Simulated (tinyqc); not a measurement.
From results back to parameters: Landau levels of a parabolic two-dimensional band. Two cases, with inputs chosen for the exercise.

Problem. The amplitude of Shubnikov-de Haas oscillations carries the factor X/sinh X with X = 2 pi^2 kB T/(hbar wc), hbar wc = 2 muB B_s/m. The ratio of the amplitudes at T2 and T1 was computed from a hidden mass.

Constants: kB = 8.617333262e-05 eV/K; muB = 5.788381798e-05 eV/T.

Find: X at T1; m.

Method. The ratio (T2/T1) sinh(X1)/sinh(X1 T2/T1) falls steadily with X1, so one X1 fits; m = X1 muB B_s/(pi^2 kB T1).

Case 1.

Values chosen (out of a larger set: near those of a two-dimensional electron gas in GaAs; not measured data):
- T1 = 1.6 K (lower temperature)
- T2 = 4.2 K (higher temperature)
- B_s = 1.12 T (field of the oscillation)

A(T2)/A(T1) = 0.250404

Solution.

X at T1 = 1.408
m = 0.0671 m0

Case 2.

Values chosen (out of a larger set: near those of a two-dimensional electron gas in InAs; not measured data):
- T1 = 2 K (lower temperature)
- T2 = 3.5 K (higher temperature)
- B_s = 0.96 T (field of the oscillation)

A(T2)/A(T1) = 0.773406

Solution.

X at T1 = 0.909
m = 0.0297 m0

Computed by tinyqc, one run a case: `OMP_NUM_THREADS=1 python tinyqc.py N N+1 out.jsonl` with N = 1282439, 1282602; one thread of a shared Intel(R) Xeon(R) Processor @ 2.30GHz, about 0.02 s a run at most.
